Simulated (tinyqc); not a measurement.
# Hot electrons in a saturated n-channel MOSFET, lucky-electron model, step by step

Program tinyqc, `OMP_NUM_THREADS=1 python tinyqc.py 2550151 2550152 out.jsonl`; Intel Xeon 2.30GHz, shared host, one thread, about 0.01 s. Printed values are rounded.

Beyond pinch-off the lateral field grows as Esat cosh(y/l) over the velocity-saturated region (pseudo-two-dimensional model). Impact ionisation in this region gives the substrate current, which biases the body forward through Rsub. Currents are per width. Local-field laws: they overstate ionisation when the field peak is narrower than an energy relaxation length.

Parameters, values chosen for the exercise; values close to those of silicon n-channel devices:
```
symbol,value,unit,meaning
L,0.35,um,channel length
tox,7.6,nm,oxide thickness
xj,110,nm,junction depth
VT,0.73,V,threshold
mu,320,cm^2/(V s),effective mobility
vs,7.9e6,cm/s,saturation velocity
Ai,2e6,1/cm,ionisation prefactor
Bi,1.74,MV/cm,ionisation field
Rd,0,ohm um,resistance of the lightly doped drain
Rsub,24000,ohm um,substrate resistance
kb,0.46,,fall of VT per volt of forward body bias
lm,7.6,nm,hot-electron mean free path
pb,3.2,V,oxide barrier
Cg,0.0027,,prefactor of the gate current
m,2.9,,lifetime exponent
Hl,5500,s uA/um,lifetime constant
Vd,2.7,V,drain voltage
Vg,1.9,V,gate voltage
```

Constants: eps0 = 8.8541878128e-14 F/cm where lengths are in cm. Results are converted to the units shown.

## Length and field scales

Cox = 3.9 eps0/tox, l = sqrt(3 tox xj), Esat = 2 vs/mu.

Cox = 0.454360 uF/cm^2
l = 50.0799 nm
Esat = 0.0493750 MV/cm
Esat L = 1.72812 V

## Iteration 1: body bias from the substrate current

Vb at the start = 0 V

Cox = 3.9 eps0/tox. Overdrive g = Vg - VT + kb Vb; Vdsat = g Esat L/(g + Esat L); Id = Cox vs (g - Vdsat); dV = Vd - Id Rd - Vdsat; Em = sqrt((dV/l)^2 + Esat^2); Isub = Id (Ai/Bi) l Em exp(-Bi/Em). Vb(new) = Rsub Isub.

Vdsat = 0.697660 V
Id = 169.544 uA/um
dV = 2.00234 V
Em = 0.402866 MV/cm
Isub = 5.23413 uA/um
Vb after iteration 1 = 0.125619 V

## Iteration 2: body bias from the substrate current

As before.

Vdsat = 0.717805 V
Id = 183.054 uA/um
dV = 1.98220 V
Em = 0.398874 MV/cm
Isub = 5.35854 uA/um
Vb after iteration 2 = 0.128605 V

## Course of the iteration: body bias from the substrate current

Stop when Vb changes by less than 1e-9 V, or after 60 iterations.

Course of the iteration:

| iteration | Vb (V) | \|change\| (V) |
|---|---|---|
| 1 | 0.125619 | 0.126 |
| 2 | 0.128605 | 2.99e-3 |
| 3 | 0.128672 | 6.71e-5 |
| 4 | 0.128674 | 1.50e-6 |
| 5 | 0.128674 | 3.37e-8 |
| 6 | 0.128674 | 7.57e-10 |

Converged in 6 iterations. At the end each change is about 0.022 times the one before: linear convergence.

## Gate current, lifetime and channel shortening

Id = 183.386 uA/um
dV = 1.98172 V
Em = 0.398779 MV/cm
Isub = 5.36140 uA/um

Ig = Cg Id exp(-pb/(lm Em)); lifetime tau = (Hl/Id)(Isub/Id)^(-m); length of the saturated region dL = l ln[(dV/l + Em)/Esat]. 1 year = 3.15576e7 s.

Isub/Id = 0.0292355
Ig = 12.8591 pA/um
tau = 0.0267146 years
dL = 139.135 nm

The lifetime misses ten years. Integrating Ai exp(-Bi/E) over the cosh profile gives Isub/Id = 0.0247, so the closed form is 18 % above it.
